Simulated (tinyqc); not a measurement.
Temperature: carrier statistics of a doped semiconductor with parabolic bands.

Eg(T) = Eg0 - al T^2/(T + be); m_de = Mv^(2/3) (ml mt^2)^(1/3); m_dh = (mhh^(3/2) + mlh^(3/2))^(2/3); Nc and Nv from N = 2 (m kB T/(4 pi c))^(3/2) with c = hbar^2/2m0, in 1/angstrom^3; times 1e24 for 1/cm^3.

Energies are counted from Ev, so Ec = Eg. n = Nc F_1/2((EF - Eg)/kT), p = Nv F_1/2(-EF/kT), ND+ = ND/(1 + 2 exp((EF - Eg + ED)/kT)), NA- = NA/(1 + 4 exp((EA - EF)/kT)); neutrality asks p + ND+ = n + NA-. F_j(eta) = (1/Gamma(j + 1)) integral_0^infinity x^j dx/(1 + exp(x - eta)), which tends to exp(eta) for eta << 0.

Constants: hbar^2/2m0 = 3.80998211 eV angstrom^2; kB = 8.617333262e-05 eV/K.

Inputs chosen for the exercise (near those of GaN; not measured data): Eg0 = 3.508 eV (gap at 0 K); al = 0.000909 eV/K (Varshni alpha); be = 838 K (Varshni beta); ml = 0.201 m0 (longitudinal electron mass); mt = 0.201 m0 (transverse electron mass); Mv = 1 (equivalent valleys); mhh = 1.39 m0 (heavy-hole mass); mlh = 0.301 m0 (light-hole mass); ND = 3.9e+16 1/cm^3 (donors); NA = 1.8e+12 1/cm^3 (acceptors); ED = 0.022 eV (donor level below Ec); EA = 0.181 eV (acceptor level above Ev).

Neutrality solved at each temperature; ni = sqrt(Nc Nv) exp(-Eg/2kT).

Carriers (1/cm^3):
```
T (K)  EF (eV)         n         p  majority / |ND - NA|        ni  Eg (eV)
30      3.4944  5.25e+14    <1e-99                0.0135    <1e-99   3.5071
50      3.4898  4.02e+15    <1e-99                 0.103    <1e-99   3.5054
77      3.4809  1.19e+16    <1e-99                 0.306  3.23e-97   3.5021
120     3.4613  2.31e+16    <1e-99                 0.592  1.07e-55   3.4943
200     3.4106  3.27e+16  2.81e-67                 0.839  9.63e-26   3.4730
300     3.3294  3.63e+16  5.30e-37                 0.930  1.39e-10   3.4361
450     3.1830  3.78e+16  1.87e-16                 0.969      2.66   3.3651
600     3.0159  3.83e+16  5.95e-06                 0.982  4.78e+05   3.2804
800     2.7709  3.86e+16       690                 0.989  5.16e+09   3.1528
1000    2.5074  3.87e+16  6.36e+07                 0.993  1.57e+12   3.0134
```

What can be read from this table?

Ionisation is incomplete: the majority density is below 90 % of the net doping at 30, 50, 77, 120 and 200 K, down to a share of 0.013. It is within 10 % of the net doping at 300, 450, 600, 800 and 1000 K. The majority density never exceeds the net doping by 10 %; ni is 1.57e+12 1/cm^3 at 1000 K against a net doping of 3.90e+16. EF goes from 3.494 eV to 2.507 eV, where midgap is 1.507 eV and the intrinsic level (Boltzmann) 1.636 eV.

Computed by tinyqc, a small Python program: `OMP_NUM_THREADS=1 python tinyqc.py 1680010 1680011 out.jsonl` (the numbers bound the seed that draws the inputs); one thread of a shared host (Intel(R) Xeon(R) Processor @ 2.30GHz), about 0.01 s for the whole set of steps.
